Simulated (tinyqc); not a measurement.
One-sided p+-n junction, ionisation integral and breakdown: two steps of the calculation.

A p+ layer at x < 0 and an n drift layer from x = 0. Depletion approximation, built-in voltage neglected. Local ionisation coefficients alpha_n = an exp(-(bn/E)^mx), alpha_p = ap exp(-(bp/E)^mx). Electrons move towards +x, holes towards x = 0.

Parameters, values chosen for the exercise; material values close to those of gallium nitride: relative permittivity eps_r = 9.43; prefactor of the electron ionisation coefficient an = 2.78e8 1/cm; field constant for electrons bn = 3.21e7 V/cm; prefactor of the hole ionisation coefficient ap = 1.4e8 1/cm; field constant for holes bp = 2.04e7 V/cm; exponent mx = 1; donor density of the drift layer N = 9.6e16 cm^-3; reverse voltage V = 160 V; share of the depleted width that the grid covers fr = 0.6.

Constants: q = 1.602176634e-19 C, eps0 = 8.8541878128e-14 F/cm where lengths are in cm. Results are converted to the units shown.

Question 1. Field and ionisation coefficients on a grid. W = sqrt(2 eps0 eps_r V/(q N)), peak field E0 = q N W/(eps0 eps_r), falling linearly to 0 at W. Grid: 10 equal steps from 0 to fr W.

Give: W; x; E; alpha_n; alpha_p.

Answer 1.

W = 1.318 um

```
point  x (um)  E (kV/cm)  alpha_n (1/cm)  alpha_p (1/cm)
0      0.0000       2428           503.7         3.141e4
1      0.0791       2282           216.6         1.837e4
2      0.1582       2137           83.02            9988
3      0.2372       1991           27.65            4967
4      0.3163       1845           7.744            2212
5      0.3954       1700           1.743           857.5
6      0.4745       1554          0.2967           278.3
7      0.5536       1408         0.03502           71.56
8      0.6326       1263        0.002523           13.45
9      0.7117       1117        9.156e-5           1.635
10     0.7908      971.2        1.228e-6          0.1056
```

Question 2. Ionisation integrals by the trapezoid rule. G(x) = integral from 0 to x of (alpha_n - alpha_p); I_n = integral of alpha_n exp(-G) (electrons injected at x = 0), I_p = integral of alpha_p exp(G(end) - G) (holes injected at the far edge); M = 1/(1 - I). All integrals by the trapezoid rule on the grid.

```
point      x (um)  alpha_n (1/cm)  alpha_p (1/cm)
0      0.00000000       503.69721       31411.294
1      0.07907981       216.60420       18372.499
2      0.15815963       83.020732       9988.2443
3      0.23723944       27.653997       4966.7987
4      0.31631925       7.7436513       2211.8552
5      0.39539907       1.7432749       857.45352
6      0.47447888      0.29673223       278.29127
7      0.55355870     0.035015464       71.560925
8      0.63263851    0.0025233472       13.450523
9      0.71171832    9.1560320e-5       1.6346605
10     0.79079814    1.2284477e-6      0.10556562
```

Find: G; alpha_n exp(-G); I_n; I_p; M_n; M_p.

Answer 2.

```
point        G  alpha_n exp(-G) (1/cm)
0       0.0000                   503.7
1      -0.1940                   263.0
2      -0.3049                   112.6
3      -0.3636                    39.8
4      -0.3919                    11.5
5      -0.4040                     2.6
6      -0.4085                     0.4
7      -0.4099                     0.1
8      -0.4102                     0.0
9      -0.4102                     0.0
10     -0.4103                     0.0
```

I_n = 0.005392
I_p = 0.3348
M_n = 1.005
M_p = 1.503

Computed by the program tinyqc: `OMP_NUM_THREADS=1 python tinyqc.py 2120040 2120041 out.jsonl`, one thread of a shared Intel Xeon 2.30GHz, about 0.05 s for the whole run.
